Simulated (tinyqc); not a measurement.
AlGaN/GaN HEMT with access regions, lumped model: two steps of the calculation.

A polarisation-induced electron sheet under a Schottky gate, in series with two ungated access regions and contacts. Drift law v = mu E/(1 + mu E/vs) under the gate. Currents in mA/mm, resistances in ohm mm. No self-heating, no channel-length modulation; fits for polarisation, barrier and offset are chosen for the exercise.

Values chosen for this exercise; values close to those of AlGaN/GaN structures: aluminium share of the barrier x = 0.15; barrier thickness d = 30 nm; relative permittivity of barrier and channel eps_r = 9.2; channel mobility mu = 1900 cm^2/(V s); saturation velocity vs = 1.4e7 cm/s; gate length Lg = 0.15 um; source access length Ls = 2 um; drain access length Ld = 8 um; resistance of each contact Rc = 0.56 ohm mm; share of the drain-access electrons removed by traps ft = 0.37; gate voltage Vg = 0 V; critical field Ec = 3.4 MV/cm; depth over which the depleted charge spreads te = 0.25 um; insulator under the field plate tf = 100 nm; relative permittivity of that insulator ei = 7.

Constants: q = 1.602176634e-19 C, eps0 = 8.8541878128e-14 F/cm where lengths are in cm. Results are converted to the units shown.

Question 1. Polarisation charge, threshold and sheet resistance. sigma = (5e13 x + 1.6e13 x^2) cm^-2, phiB = 0.84 + 1.3 x, dEc = 0.7 (1.71 x + x^2) in volts, Cb = eps0 eps_r/d, VT = phiB - dEc - q sigma/Cb, access density n0 = -Cb VT/q. Rsh = 1/(q mu n0); largest access current q n0 vs.

Wanted: sigma; Cb; VT; n0; Rsh; q n0 vs.

Answer 1.

sigma = 7.860e12 cm^-2
Cb = 0.2715 uF/cm^2
VT = -3.798 V
n0 = 6.437e12 cm^-2
Rsh = 510.3 ohm
q n0 vs = 1444 mA/mm

Question 2. On-resistance and breakdown. Ron = 2 Rc + Ls/(q mu n0) + Ld/(q mu (1 - ft) n0) + Lg/(mu Cb (Vg - VT)). Off state: a depleted stretch that holds the voltage V has the peak field sqrt(k V), k = 2 q n0/(eps0 eps_r te), so one edge holds V1 = Ec^2/k. The sheet under the plate pinches off at Vf = q n0 (1/Cb + tf/(eps0 ei)); beyond it the gate edge is screened. BV = V1 if Vf >= V1, else Vf + V1, and at most Ec Ld. Specific resistance Ron (Ls + Lg + Ld); figure of merit BV^2 over it.

Give: Ron; Vf; V1; BV; specific resistance; figure of merit.

Answer 2.

Ron = 8.6977 ohm mm
Vf = 20.438 V
V1 = 114.13 V
BV = 134.57 V
specific resistance = 0.88282 mohm cm^2
figure of merit = 20.513 MW/cm^2

The plate raises BV by a factor of 1.18.

Numbers from tinyqc (`OMP_NUM_THREADS=1 python tinyqc.py 2570093 2570094 out.jsonl`; about 0.03 s on one thread of a shared Intel Xeon 2.30GHz).
